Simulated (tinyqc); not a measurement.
Solubility, supersaturation, precipitation and gettering of an impurity in a silicon-like host: one step, computed by the program tinyqc. Command: `OMP_NUM_THREADS=1 python tinyqc.py 3021773 3021774 out.jsonl ripen walk`. One thread of a shared host (Intel(R) Xeon(R) Processor @ 2.30GHz), about 0.01 s of CPU time with the checks.

The wafer was saturated at T1 and is then held at T.

Task: Denuded zone. Near a surface held at C_eq(T) the excess decays by out-diffusion over sqrt(D t) and by capture over L_s = sqrt(D tau_f) = (4 pi n r_f)^(-1/2); the shorter length sets the depth from which the surface draws.

Inputs (values chosen for the exercise, modelled on cobalt in silicon): temperature of saturation T1 = 1450 K; anneal temperature T = 1054 K; anneal time t = 22 s; wafer thickness w = 200 micrometre.

Gettering: relaxation gettering at sinks.

D(T) = 2.572929e-06 cm^2/s

tau_f = 67.89981 s

Give: sqrt(D t); capture length L_s; L_s/w.

Result:

sqrt(D t) = 75.24 micrometre

capture length L_s = 132.2 micrometre

L_s/w = 0.6609

The capture length exceeds a third of the wafer: given time, most impurity reaches the surfaces before a sink, a loss that the precipitation formulas leave out. Caution: the barrier to homogeneous nucleation is below 35 k_B T for these inputs, so new precipitates would form and outnumber the fixed sinks assumed here.
